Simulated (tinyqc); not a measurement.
Inside a calculation: two-band k.p model of the Delta valleys near the X point under shear strain. Values are carried at full precision from step to step, so a last printed digit may differ when a step is redone from the rounded ones.

Constants: hbar^2/2m0 = 3.80998211 eV angstrom^2.

Inputs chosen for the exercise (near those of Si; the results hold for these values, not for the real material):
```
symbol  value                   unit        meaning
a       5.424                   angstrom    lattice constant
ml      0.922                   m0          longitudinal mass
mt      0.193                   m0          transverse mass
kx0     0.145                   2 pi/a      distance of the minimum from X
D       14.4                    eV          shear deformation potential
Mp      0.239                   m0          coupling mass
exy     0.0036                              shear strain
k       (-0.018, 0.052, 0.073)  1/angstrom  wave vector from X
```

## Scales

k0 = kx0 2 pi/a; Delta = 2 c k0^2/ml with c = hbar^2/2m0, half the splitting of the two bands at k0; eta = D exy/Delta measures the shear coupling against it.

k0 = 0.16797 1/angstrom
Delta = 0.23317 eV
eta = 0.2223
splitting of the two bands at X, 2 |D exy| = 0.1037 eV

## The Hamiltonian at one k

Valley pair on the [001] axis, kz counted from the X point, c = hbar^2/2m0, k0 = kx0 2 pi/a. H = (c kz^2/ml + c (kx^2 + ky^2)/mt + c k0^2/ml) 1 + (2 c k0 kz/ml) sigma_z + (D exy - 2 c kx ky/Mp) sigma_x, so E = c kz^2/ml + c (kx^2 + ky^2)/mt + c k0^2/ml -/+ sqrt((2 c k0 kz/ml)^2 + (D exy - 2 c kx ky/Mp)^2). Without strain the lower band has its minima, E = 0, at kz = +/- k0. Shifts from diagonal strain are left out.

Fill in the 2 x 2 matrix (sigma_z diagonal) and give its levels.

H(k) (eV):
$$\begin{pmatrix}
0.2997 & 0.0817 \\
0.0817 & 0.0970
\end{pmatrix}$$

levels (eV): [0.0682, 0.3285]

## Position, depth and masses of the minimum

For |eta| < 1: k_min = k0 sqrt(1 - eta^2), E_min = -Delta eta^2/2, ml(eta) = ml/(1 - eta^2), 1/m[110] = 1/mt + eta/Mp, 1/m[1-10] = 1/mt - eta/Mp. For |eta| > 1 the minimum sits at X: E_min = -Delta (2 |eta| - 1)/2, ml(eta) = ml/(1 - 1/|eta|), and eta is replaced by its sign in the transverse masses.

k_min = 0.1638 1/angstrom
E_min = -5.76 meV
ml(eta) = 0.970 m0

masses along [110] and [1-10] (m0): [0.1636, 0.2352]

The minimum has moved 2.5 % of the way to X; electrons are lighter along [110] (-15.2 % against mt) and heavier across (+21.9 %).

## The two bands along kz

kx = ky = 0, kz from 0 to 1.6 k0 in steps of 0.2 k0, with and without the strain.

Levels (eV):
```
kz/k0  kz (1/angstrom)    lower   upper  lower, no strain  upper, no strain
0.0             0.0000   0.0647  0.1684            0.1166            0.1166
0.2             0.0336   0.0515  0.1910            0.0746            0.1679
0.4             0.0672   0.0285  0.2419            0.0420            0.2285
0.6             0.1008   0.0094  0.3078            0.0187            0.2985
0.8             0.1344  -0.0024  0.3848            0.0047            0.3777
1.0             0.1680  -0.0057  0.4720            0.0000            0.4663
1.2             0.2016  -0.0001  0.5690            0.0047            0.5643
1.4             0.2352   0.0146  0.6756            0.0187            0.6715
1.6             0.2687   0.0384  0.7917            0.0420            0.7881
```

## Checks

- Depth of the minimum by numerical search against the closed form (eV): both -0.005763.
- Mass along [110] by finite differences against the closed form: both 0.1636.

tinyqc: `OMP_NUM_THREADS=1 python tinyqc.py 1080151 1080152 out.jsonl`; about 0.01 s, one thread, shared Intel(R) Xeon(R) Processor @ 2.30GHz.
